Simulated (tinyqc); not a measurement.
Raising U: Hubbard chain of 3 sites, mean field against exact. Computed by the program tinyqc. Collinear unrestricted mean field (the lowest of 40 random starts) against exact diagonalisation.

one-body matrix (hopping and site energies) (eV):
```
,1,2,3
1,0.0000,-1.7400,0.0000
2,-1.7400,0.0000,-1.7400
3,0.0000,-1.7400,0.0000
```

electrons, up and down: 2  1

Exact and mean-field results (eV):
```
U,U/t,E exact,E mean field,mean |n_up - n_down|,"double occupancy, exact",first gap in the sector
0.870,0.500,-4.40350,-4.38325,0.367,0.188,2.340
1.740,1.000,-3.93856,-3.86000,0.413,0.168,2.199
3.480,2.000,-3.16696,-2.90000,0.556,0.129,1.893
5.220,3.000,-2.58451,-2.16249,0.729,0.096,1.607
6.960,4.000,-2.15076,-1.67860,0.837,0.072,1.369
10.440,6.000,-1.57772,-1.14297,0.926,0.042,1.027
13.920,8.000,-1.23142,-0.86299,0.958,0.026,0.809
20.880,12.000,-0.84695,-0.57796,0.981,0.013,0.561
34.800,20.000,-0.51687,-0.34756,0.993,4.85e-03,0.344
```

What does the comparison show, and why?

In absolute terms mean field is worst at U/t = 4.0, 0.472 eV too high: at small U it is nearly exact, and at large U it misses only exchange-scale energies. Relative to the exact energy its error is 0.5 % at the smallest U, 33 % at most and 33 % at the largest. The double occupancy falls from 0.188 to 0.005; at the largest U the first gap is 0.99 times the exchange scale 4t^2/U.
